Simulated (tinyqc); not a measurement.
Input admittance of a MOSFET at zero drain bias: distributed channel and distributed gate: two steps of the calculation.

Source and drain grounded, strong inversion, w = 2 pi f, Cox = eps0 eox/tox. The channel is an RC line of resistance 1/(mu Cox Vo) per square fed from both ends, so one finger has the intrinsic admittance y = i w Cox L tanh(g)/g per width, g = (1/2) sqrt(i w tau), tau = L^2/(mu Vo). The vertical resistance rv/L is in series with y, the overlaps 2 i w Cov in parallel: y_t = 1/(1/y + rv/L) + 2 i w Cov. The gate strip is a line of Rsh/L per length loaded by y_t, so a finger has Y = y_t Wf tanh(k)/k, k = (Wf/sd) sqrt(y_t Rsh/L); the device has Nf Y.

Values chosen for this exercise; values of the order met in silicon radio-frequency transistors:
```
symbol  value        unit                                                                 meaning
eox       8.9              relative permittivity of the gate insulator (close to aluminium oxide)
tox        10          nm                                                     insulator thickness
L        0.95          um                                                          channel length
Wf        1.8          um                                                            finger width
Nf          1                                                                   number of fingers
mu        370  cm^2/(V s)                                                        channel mobility
Vo       0.49           V                                                          gate overdrive
Rsh       5.5  ohm/square                                            sheet resistance of the gate
rv         12    ohm um^2                                  vertical resistivity of the gate stack
sd          1                                       number of ends at which a finger is contacted
Cov      0.25       fF/um                             overlap and fringe capacitance on each side
f         9.2         GHz                                                               frequency
```

Constants: eps0 = 8.8541878128e-14 F/cm where lengths are in cm. Results are converted to the units shown.

Question 1. Low-frequency resistances and capacitance. Low-frequency limits, with c = Cox L and ct = c + 2 Cov: R_strip = Rsh Wf/(3 sd^2 L Nf), R_ch = (c/ct)^2 L/(12 mu Cox Vo Wf Nf), R_vert = (c/ct)^2 rv/(L Wf Nf), C = ct Wf Nf.

Find: parts; sum; C; 1/(2 pi R C).

Answer 1.

parts (ohm): strip 3.4737, channel 270.51, vertical 6.1663
sum = 280.15 ohm
C = 14.375 fF
1/(2 pi R C) = 39.521 GHz

The channel term is the largest, 96.6 % of the sum.

Question 2. Admittance of the channel and stack per width. tau, g, c = Cox L, y and y_t as defined.

Wanted: tau; g; c; y; y_t.

Answer 2.

tau = 49.78 ps
g = 0.5997+0.5997i
c = 7.486 fF/um
y = 95.8+405.2i uS/um
y_t = 97.7+433.1i uS/um

w tau = 2.88, and Im y is 0.936 of w c.

Program tinyqc, `OMP_NUM_THREADS=1 python tinyqc.py 2262069 2262070 out.jsonl`; Intel Xeon 2.30GHz, shared host, one thread, about 0.01 s.
